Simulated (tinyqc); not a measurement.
Plane-wave Kohn-Sham cycle with exchange-only LDA in a layered model solid, step by step. One step of it, computed by the program tinyqc.

Problem. Iteration 2: levels at that k. Diagonalise the Hermitian matrix.

H (hartree), order -3, -2, -1, +0, +1, +2, +3:
```
[[0.855427, -0.275489, -0.084620, -0.004721, -0.001732, 0.001165, 0.001235],
 [-0.275489, 0.264842, -0.275489, -0.084620, -0.004721, -0.001732, 0.001165],
 [-0.084620, -0.275489, -0.077076, -0.275489, -0.084620, -0.004721, -0.001732],
 [-0.004721, -0.084620, -0.275489, -0.170326, -0.275489, -0.084620, -0.004721],
 [-0.001732, -0.004721, -0.084620, -0.275489, -0.014909, -0.275489, -0.084620],
 [0.001165, -0.001732, -0.004721, -0.084620, -0.275489, 0.389175, -0.275489],
 [0.001235, 0.001165, -0.001732, -0.004721, -0.084620, -0.275489, 1.041927]]
```

Give: eigenvalues.

Solution.

eigenvalues (hartree): [-0.6397, -0.1684, 0.1482, 0.3676, 0.4730, 0.9650, 1.1433]
